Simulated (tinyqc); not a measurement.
Raman shift of the zone-centre optical phonon of a diamond-structure crystal under stress. Changing the local temperature T. Computed by tinyqc, a small Python program. Command: `OMP_NUM_THREADS=1 python tinyqc.py 3002860 3002861 out.jsonl ramanstress sweep`. One thread of a shared host (Intel(R) Xeon(R) Processor @ 2.30GHz), about 0.01 s of CPU time with the checks.

Axes x, y, z are the cube axes. Strain shifts the threefold optical mode and can split it; p, q and r are the phonon deformation potentials.

Inputs (values chosen for the exercise, modelled on diamond):

| quantity | value | unit |
|---|---|---|
| unstrained frequency omega_0 | 1330 | 1/cm |
| p/omega_0^2 | -2.72 | - |
| q/omega_0^2 | -1.83 | - |
| r/omega_0^2 | -1.82 | - |
| C11 | 1073 | GPa |
| C12 | 124.3 | GPa |
| C44 | 570.8 | GPa |
| stress sigma (tension positive) | 0.85 | GPa |
| polarisation angle phi | 45 | degree |
| temperature coefficient d omega/dT | -0.011 | 1/(cm K) |
| laser wavelength | 457.9 | nm |

Stress state: hydrostatic. Axis: none.

Constants: h = 6.62607015e-34 J s; c = 299792458 m/s; k_B = 1.380649e-23 J/K.

Method:
- S11 = (C11 + C12)/D, S12 = -C12/D, D = (C11 - C12)(C11 + 2 C12), S44 = 1/C44.
- Hydrostatic stress: sigma_ij = sigma delta_ij.
- eps_xx = S11 sigma_xx + S12 (sigma_yy + sigma_zz), and cyclic; eps_xy = S44 sigma_xy/2 (tensor strain).
- Secular matrix: M_xx = p eps_xx + q (eps_yy + eps_zz), M_xy = 2 r eps_xy; its eigenvalues are omega^2 - omega_0^2, and the shifts are these over 2 omega_0.
- Backscattering from a (001) surface: incident polarisation (cos phi, sin phi, 0). With Raman tensors (R_z)_xy = (R_z)_yx = 1 and cyclic, only the z component u_z of a mode counts: I = u_z^2 sin^2(2 phi) for parallel and u_z^2 cos^2(2 phi) for crossed polarisers. An unresolved line sits at the intensity-weighted shift, which is M_zz/(2 omega_0).
- A temperature above 300 K shifts the line by (d omega/dT)(T - 300 K); divided by the shift per stress it poses as a stress; the total shift adds it to the shift of the observed line. The anti-Stokes to Stokes ratio is [(omega_L + omega_0)/(omega_L - omega_0)]^3 exp(-h c omega_0/(k_B T)) in photon counts, omega_L = 1/wavelength, resonance effects left out.

One run for each value:

| local temperature T (K) | anti-Stokes/Stokes ratio | total shift (1/cm) | apparent stress from heating (GPa) |
|---|---|---|---|
| 300 | 0.00245 | -2.7287 | 0.0000 |
| 330 | 0.00437 | -3.0587 | 0.1028 |
| 370 | 0.00818 | -3.4987 | 0.2399 |
| 420 | 0.01514 | -4.0487 | 0.4112 |
| 480 | 0.02676 | -4.7087 | 0.6168 |
| 650 | 0.07592 | -6.5787 | 1.1993 |
| 750 | 0.11241 | -7.6787 | 1.5419 |

Give the missing row, local temperature T (K) = 560.

Computed row:
```
local temperature T (K)  anti-Stokes/Stokes ratio  total shift (1/cm)  apparent stress from heating (GPa)
560                                       0.04730             -5.5887                              0.8909
```

Interpolating between the two neighbouring rows (linearly) misses most in anti-Stokes/Stokes ratio, by 5.5 %. Over the rows, anti-Stokes/Stokes ratio rises from 0.00245 to 0.112 (exponent d ln y / d ln x 6.1 between the first rows and 2.7 between the last); total shift (1/cm) falls from -2.73 to -7.68 (exponent d ln y / d ln x 1.2 between the first rows and 1.1 between the last); apparent stress from heating (GPa) rises from 0 to 1.54. The intensity ratio is a Boltzmann factor and does not involve the stress in this model, so it separates heating from stress.

Caution (all rows): this stress has components normal to the (001) face, so it cannot reach a free (001) surface; it can act on buried material.
